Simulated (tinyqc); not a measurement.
Changing the target C44: Finnis-Sinclair potential for a bcc metal: fit to cohesion and elasticity, then vacancy, surfaces and structure. Computed by tinyqc, a small Python program. Command: `OMP_NUM_THREADS=1 python tinyqc.py 3110288 3110289 out.jsonl fsfit sweep`. One thread of a shared host (Intel(R) Xeon(R) Processor @ 2.30GHz), about 0.02 s of CPU time with the checks.

E = (1/2) sum V(r) - A sqrt(rho), rho = sum phi(r), phi = (r - d)^2 for r < d, V = (r - c)^2 (c0 + c1 r + c2 r^2) for r < c. In bcc the 8 first neighbours lie at sqrt(3) a/2 and the 6 second at a; both cut-offs lie below the third shell; Omega = a^3/2; E is per atom and z the number of atoms in a shell. The four constants A, c0, c1, c2 are fitted to E_c, zero pressure, B and C12 - C44 alone, so C44 and C11 - C12 are not matched singly; defects are unrelaxed.

Inputs (values chosen for the exercise, modelled on vanadium):

| quantity | value | unit |
|---|---|---|
| lattice constant a | 3.04 | angstrom |
| cohesive energy E_c | 5.38 | eV |
| target C11 | 226 | GPa |
| target C12 | 119 | GPa |
| density cut-off d/a | 1.2 | - |
| pair cut-off c/a | 1.233 | - |

Constants: 1 eV/angstrom^3 = 160.2176634 GPa.

Method:
- rho = sum z phi, rho1 = sum z r phi', rho2 = sum z r^2 phi''. At zero pressure the effective pair part V + 2 F' phi obeys C12 = C44, so C12 - C44 = F'' (rho1/3)^2/Omega with F'' = A/(4 rho^(3/2)); this gives A.
- With v_k = (r - c)^2 r^k the rows are (1/2) sum z v_k, (1/2) sum z r v_k' and (1/2) sum z r^2 v_k''. With rho1 = sum z r phi' and rho2 = sum z r^2 phi'' the right-hand sides are: -E_c + A sqrt(rho) (cohesion); A rho1/(2 sqrt(rho)) (zero pressure); 9 B Omega + A [rho2/(2 sqrt(rho)) - rho1^2/(4 rho^(3/2))] with B = (C11 + 2 C12)/3.
- Solve the three equations.
- Second differences of E with strains of 1e-4: e_xx gives C11, (e_xx, e_yy) = (1, -1) gives 2 (C11 - C12), an engineering shear gives C44. B and C12 - C44 are fitted; the one combination left tests the choice of d.
- E_v = -A sum_shells z [sqrt(rho - phi(r)) - sqrt(rho)] - (1/2) sum z V(r): the neighbours lose one bond each, and the atom is put back in the bulk.

One run for each value:

| target C44 (GPa) | A (eV/angstrom) | E_v/E_c | error of C44 (%) |
|---|---|---|---|
| 26.5 | 2.343 | 0.3113 | -7.26 |
| 31.6 | 2.214 | 0.3493 | -21.71 |
| 36.6 | 2.087 | 0.3865 | -31.96 |
| 41.7 | 1.958 | 0.4245 | -39.89 |
| 46.7 | 1.831 | 0.4617 | -45.98 |
| 51.8 | 1.702 | 0.4997 | -50.98 |
| 56.8 | 1.576 | 0.5369 | -55.01 |
| 61.9 | 1.446 | 0.5749 | -58.45 |

Over the rows, A (eV/angstrom) falls from 2.34 to 1.45 (exponent d ln y / d ln x -0.32 between the first rows and -0.99 between the last); E_v/E_c rises from 0.311 to 0.575 (exponent d ln y / d ln x 0.65 between the first rows and 0.79 between the last); error of C44 (%) falls from -7.26 to -58.4 (exponent d ln y / d ln x 6.2 between the first rows and 0.71 between the last). A is proportional to C12 - C44; as the Cauchy pressure shrinks the model tends to a pair potential, for which E_v/E_c = 1.
